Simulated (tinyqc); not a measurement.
Inside a calculation. Model: phase-change memory cell, resistance drift and retention.

Computed by the program tinyqc: `OMP_NUM_THREADS=1 python tinyqc.py 2880139 2880140 out.jsonl`, one thread of a shared Intel Xeon 2.30GHz, about 0.01 s for the whole run. Printed values are rounded.

The amorphous state follows Ra = R0 (t/t0)^nu exp[(q Ec/kB)(1/T - 1/(300 K))], with nu taken as independent of T. An intermediate level follows the logarithmic mixing rule ln R = (1 - fa) ln Rc + fa ln Ra with constant Rc. The time to lose the data by crystallisation is tr = tx exp[(q Ex/kB)(1/T - 1/Tx)]; 1 year = 3.15576e7 s. These are empirical laws.

Parameters, values chosen for the exercise; values of the order found in chalcogenide phase-change cells: resistance of the amorphous state at t0 and 300 K R0 = 1.5 Mohm; reference time t0 = 0.1 s; drift exponent nu = 0.12; activation energy of conduction Ec = 0.17 eV; activation energy of crystallisation Ex = 2.3 eV; temperature of a bake Tx = 473 K; time to crystallise in that bake tx = 80 s; operating temperature T = 398 K; time of the read t = 86400 s; amorphous share of an intermediate level fa = 0.63; resistance of the crystalline state Rc = 5.6 kohm.

Constants: q = 1.602176634e-19 C, kB = 1.380649e-23 J/K. Results are converted to the units shown.

## Resistances at the read

Ra and the intermediate level as above; its effective drift exponent is fa nu.

drift factor = 5.15682
temperature factor = 0.198059
Ra = 1.53203 Mohm
intermediate level = 0.192109 Mohm
effective exponent = 0.0756

Against R0 the resistance has risen by a factor of 1.02.

## Retention

tr at T; the ten-year temperature solves tr = 10 years: 1/T10 = 1/Tx + (kB/(q Ex)) ln(10 years/tx).

tr = 0.105199 years
T10 = 372.689 K
loss of tr per kelvin, q Ex/(kB T^2) = 16.8496 %/K

T lies 25.3 K above T10, so ten years are missed.
